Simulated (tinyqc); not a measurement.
Mass from the capacitance plateau.

Problem. Once one two-dimensional band is degenerate, Cq = q gv md m0 q/(pi hbar^2) and 1/C_G = 1/Cox + 1/Cq (no traps). Find Cq, md and the oxide-equivalent thickness 3.9 eps0/Cq that it adds.

Inputs (values chosen for the exercise):
```
symbol,value,unit,meaning
gv,2,,valley degeneracy
```

Constants: q = 1.602176634e-19 C, hbar = 1.054571817e-34 J s, m0 = 9.1093837015e-31 kg, eps0 = 8.8541878128e-14 F/cm where lengths are in cm. Results are converted to the units shown.

C_G on the plateau = 3.5529490 uF/cm^2
Cox = 3.7534057 uF/cm^2

Answer. Removing Cox from the series leaves Cq, which is proportional to gv md.

Cq = 66.53 uF/cm^2
md = 0.4970 m0
added thickness = 0.05191 nm

Computed by the program tinyqc: `OMP_NUM_THREADS=1 python tinyqc.py 2200020 2200021 out.jsonl`, one thread of a shared Intel Xeon 2.30GHz, about 0.01 s for the whole run.
